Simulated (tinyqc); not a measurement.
# Changing the binding energy of the fault level E_b

Model: polytypes and stacking faults of a tetrahedral semiconductor in an axial Ising model with couplings up to third neighbours. Computed by tinyqc, a small Python program. Command: `OMP_NUM_THREADS=1 python tinyqc.py 3023361 3023362 out.jsonl polytype sweep`. One thread of a shared host (Intel(R) Xeon(R) Processor @ 2.30GHz), about 0.02 s of CPU time with the checks.

Each double layer has s = +1 or -1 for the sense of its stacking step; E per pair of atoms = E0 - sum_n J_n <s_i s_(i+n)>, n = 1, 2, 3. Hexagonality h = (1 - <s_i s_(i+1)>)/2.

Inputs (values chosen for the exercise, of the order of those of ZnS for J, a, G and the gaps):
```
quantity                                    value      unit
J1                                           1.78  meV/pair
J2                                        -0.0705  meV/pair
J3                                           0.05  meV/pair
basal lattice constant a                     3.82  angstrom
in-plane mass m                              0.27        m0
effective density of states N_c at 300 K  3.9e+19    1/cm^3
electron density n                        5.9e+15    1/cm^3
temperature T                                 900         K
```

Host polytype: 3C.

fault coefficients k_n:
```
               J1  J2  J3
intrinsic       4   4   4
extrinsic       4   8   8
twin boundary   2   4   6
```

Constants: 1 eV/angstrom^2 = 16.02176634 J/m^2; m_0 = 9.1093837015e-31 kg; hbar = 1.054571817e-34 J s; k_B = 1.380649e-23 J/K; k_B = 8.617333262e-05 eV/K.

Method:
- Faults in 3C: the sequences intrinsic (-), extrinsic (--), twin boundary (+ turns to -) are put between perfect repeats; k_n = (layers x C_n of the host) - sum_i s_i s_(i+n). gamma = sum k_n J_n/A, A = (sqrt 3/2) a^2; 1 meV/angstrom^2 = 16.02177 mJ/m^2.
- The fault binds electrons in a two-dimensional band E_b below the conduction edge, g2 = m m0/(pi hbar^2) for one valley. With the Fermi level held by the bulk, eta = ln[n/N_c(T)], N_c(T) = N_c (T/300)^1.5, the grand potential falls by g2 (k_B T)^2 F1(x), x = eta + E_b/(k_B T), F1(x) = integral from 0 to infinity of ln(1 + exp(x - t)) dt; sheet density g2 k_B T ln(1 + e^x). Band bending by the trapped charge is left out, so the gain is an upper bound.
- Net fault energy = gamma of the intrinsic fault less the electronic gain.

One run for each value; columns: (1) binding energy of the fault level E_b (eV); (2) electronic gain (mJ/m^2); (3) sheet density (1/cm^2); (4) net fault energy (mJ/m^2):
```
(1)           (2)         (3)     (4)
0.050  6.0296e-05  4.8524e+08  8.9228
0.071  7.9046e-05  6.3613e+08  8.9227
0.093  1.0497e-04  8.4477e+08  8.9227
0.110  1.3070e-04  1.0518e+09  8.9227
0.140  1.9242e-04  1.5485e+09  8.9226
0.160  2.4903e-04  2.0040e+09  8.9226
0.180  3.2228e-04  2.5934e+09  8.9225
0.200  4.1708e-04  3.3562e+09  8.9224
```

Over the rows, electronic gain (mJ/m^2) rises from 6.03e-5 to 4.17e-4 (exponent d ln y / d ln x 0.77 between the first rows and 2.4 between the last); sheet density (1/cm^2) rises from 4.85e8 to 3.36e9 (exponent d ln y / d ln x 0.77 between the first rows and 2.4 between the last); net fault energy (mJ/m^2) falls from 8.92276 to 8.92241. The gain grows as exp(E_b/(k_B T)) while the well is empty and as (E_b + eta k_B T)^2 once it is degenerate; thicker faults bind more deeply.
